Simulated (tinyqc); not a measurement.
Cyclotron resonance of ellipsoidal valleys, Si type: sweeps and comparisons. A value that a table varies takes the place of the one given here.

Valleys along [100], [010], [001] (each with its opposite partner), mass ml along the axis and mt across it. B lies in the (1-10) plane, b = (sin(theta)/sqrt2, sin(theta)/sqrt2, cos(theta)). For the angle phi between B and the axis, 1/mc^2 = cos^2(phi)/mt^2 + sin^2(phi)/(mt ml). Resonance: h nu = 2 muB B/mc, h = 2 pi hbar.

Constants: hbar = 6.58211957e-16 eV s; muB = 5.788381798e-05 eV/T.

Parameters, chosen for this exercise (near those of Si; the results hold for these values, not for the real material): ml = 0.889 m0 (longitudinal mass); mt = 0.194 m0 (transverse mass); ths = (0, 10, 25, 35, 55, 70, 90) degrees (angles); g1 = 4.29 (Luttinger gamma1); g2 = 0.34 (gamma2); g3 = 1.44 (gamma3); theta = 59 degrees (angle of B from [001] towards [110]); nu = 70 GHz (microwave frequency).

## Rotating the field

mc against theta; [100] and [010] stay equal in this plane.

Cyclotron masses (m0):

| theta (degrees) | [100] | [001] |
|---|---|---|
| 0 | 0.4153 | 0.1940 |
| 10 | 0.4045 | 0.1963 |
| 25 | 0.3615 | 0.2092 |
| 35 | 0.3294 | 0.2251 |
| 55 | 0.2799 | 0.2814 |
| 70 | 0.2585 | 0.3486 |
| 90 | 0.2486 | 0.4153 |

All valleys give one line at theta = 54.7 degrees, B along [111], with mc = 0.2804. The [001] pair goes from mt to sqrt(ml mt), a factor 2.14; the other four only fall from sqrt(ml mt) to 0.2486, since their angle to B never drops below 45 degrees.

## Heavy and light holes (cyclotron masses of warped hole bands)

E = c k^2 f(n) with f = g1 -/+ 2 sqrt(g2^2 + 3 (g3^2 - g2^2)(nx^2 ny^2 + ny^2 nz^2 + nz^2 nx^2)). For the orbit through k = 0 perpendicular to b = (sin(theta)/sqrt2, sin(theta)/sqrt2, cos(theta)), mc is the mean of 1/f over the directions n in that plane (180 evenly spaced angles). Quantum effects of the lowest levels are left out.

Cyclotron masses (m0):

| theta (degrees) | heavy | light |
|---|---|---|
| 0 | 0.4152 | 0.1679 |
| 10 | 0.4281 | 0.1650 |
| 25 | 0.4838 | 0.1560 |
| 35 | 0.5269 | 0.1510 |
| 55 | 0.5641 | 0.1469 |
| 70 | 0.5540 | 0.1492 |
| 90 | 0.5408 | 0.1544 |

The heavy mass varies by 36 % over the table, with its largest listed value at 55 degrees ([111] lies at 54.7) and its smallest at 0; the light mass varies by 14.3 %. The warping term enters both with the same size, but it is set against a small inverse mass in one and a large one in the other (along [111], g1 - 2 g3 = 1.41 and g1 + 2 g3 = 7.17).

## What each parameter does

Resonance fields B = h nu mc/(2 muB) of the valleys [100] and [001]. Each row changes one parameter from the base and keeps the others.

Results:

| case | [100] (T) | [001] (T) |
|---|---|---|
| base | 0.6824 | 0.7436 |
| ml = 1.022 m0 | 0.6948 | 0.7626 |
| mt = 0.175 m0 | 0.6240 | 0.6835 |
| theta = 63 degrees | 0.6673 | 0.7877 |
| nu = 77 GHz | 0.7506 | 0.8180 |

The largest shifts from the base row, up to three for each result and ties (the steps differ in size, so this ranks the rows, not the parameters). [100] (T): nu +0.0682, mt -0.0584, theta -0.0151. [001] (T): nu +0.0744, mt -0.0601, theta +0.0440.

tinyqc: `OMP_NUM_THREADS=1 python tinyqc.py 1251218 1251219 out.jsonl`; about 0.01 s, one thread, shared Intel(R) Xeon(R) Processor @ 2.30GHz.
